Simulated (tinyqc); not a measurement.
Admittance spectroscopy and thermally stimulated current of one trap level in a depletion layer: one step, computed by the program tinyqc. Command: `OMP_NUM_THREADS=1 python tinyqc.py 3114168 3114169 out.jsonl admit walk`. One thread of a shared host (Intel(R) Xeon(R) Processor @ 2.30GHz), about 0.01 s of CPU time with the checks.

A Schottky junction on n-type material holds one donor-like electron trap; shallow donors are fully ionised and abrupt depletion edges are assumed.

Problem. The capacitance step. With E_c - E_F = k_B T_p ln(N_c/N): lambda = sqrt(2 eps eps_0 (E_t - (E_c - E_F))/(e^2 N)); traps are empty and charged for x < x_t = w - lambda, and V_b = e (N w^2 + N_t x_t^2)/(2 eps eps_0). High frequency: C_hf = eps eps_0/w. Low frequency: C_lf = eps eps_0 (N + N_t)/(N w + N_t x_t).

Inputs (values chosen for the exercise, modelled on n-type silicon): dielectric constant eps = 11.6; shallow doping N = 5.7e+16 1/cm^3; trap density N_t = 1.5e+15 1/cm^3; trap depth E_t below the band = 0.484 eV; band bending V_b = 0.95 V.

E_c - E_F = k_B T_p ln(N_c/N) = 0.1875446 eV

Constants: eps_0 = 8.8541878128e-12 F/m; e = 1.602176634e-19 C.

Give: lambda; depletion width w; crossing point x_t; C_hf; C_lf; step (C_lf - C_hf)/C_hf; small-N_t estimate (N_t/N)(lambda/w).

Solution.

lambda = 81.66 nm

depletion width w = 145.8 nm

crossing point x_t = 64.15 nm

C_hf = 70.44 nF/cm^2

C_lf = 71.47 nF/cm^2

step (C_lf - C_hf)/C_hf = 0.01457

small-N_t estimate (N_t/N)(lambda/w) = 0.01474

Reading N_t/N straight from the step would give 0.0146 against the true 0.0263: the factor lambda/w must be known.
